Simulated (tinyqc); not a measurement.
# Valence-band offset from core levels (Kraut method), with the dipole against the affinity rule, step by step

Computed by the program tinyqc: `OMP_NUM_THREADS=1 python tinyqc.py 2410169 2410170 out.jsonl`, one thread of a shared Intel Xeon 2.30GHz, about 0.01 s for the whole run. Printed values are rounded.

Binding energies are counted downwards from the Fermi level. dEv > 0 means that the valence edge of B lies below that of A, dEc > 0 that the conduction edge of B lies above that of A; dEc + dEv = EgB - EgA. The spectra are made-up values treated as data.

Inputs (values chosen for the exercise); gaps and affinities close to those of gallium arsenide (A) and silicon nitride (B): gap of the substrate A EgA = 1.44 eV; gap of the overlayer B EgB = 5.4 eV; electron affinity of A chiA = 3.99 eV; electron affinity of B chiB = 2.14 eV; core level of bare A cA = 57.4 eV; core level of thick B cB = 97.16 eV; valence-band maximum of thick B vB = 3.57 eV; relative permittivity inside the dipole layer ei = 6.6; thickness of the dipole layer dd = 0.19 nm; core level of A under a thin film of B iA = 57.55 eV; core level of B in that thin film iB = 96.33 eV; background counts in the gap bg = 46.

Constants: q = 1.602176634e-19 C, eps0 = 8.8541878128e-14 F/cm where lengths are in cm. Results are converted to the units shown.

## Valence-band maximum of bare A

binding energy, point 0 to 5 (eV): [1.14, 1.26, 1.38, 1.5, 1.62, 1.74]
counts on the leading edge, point 0 to 5: [300, 422, 552, 675, 756, 913]

Fit a straight line to the leading edge by least squares; the maximum vA lies where it meets the background.

slope = 997.619 counts/eV
intercept = -833.571 counts
vA = 0.881671 eV

## Offsets

dEv = (iB - iA) - (cB - vB) + (cA - vA), dEc = EgB - EgA - dEv.

cA - vA = 56.5183 eV
cB - vB = 93.59 eV
iB - iA = 38.78 eV
dEv = 1.70833 eV
dEc = 2.25167 eV

The alignment is type I (straddling). Both offsets exceed 1 eV, the usual requirement for a gate dielectric. A rigid shift of all levels, by charging or doping, cancels in the differences.

## Interface dipole

The affinity rule gives dEc(0) = chiA - chiB; the dipole step is D = dEc - dEc(0), and two sheets of opposite charge dd apart hold N = eps0 ei |D|/(q dd).

dEc(0) = 1.85 eV
D = 0.401671 eV
N = 7.71079e13 cm^-2
field in the dipole layer = 21.1406 MV/cm

N is 0.11 elementary charges for each of about 7e14 surface atoms per cm^2.
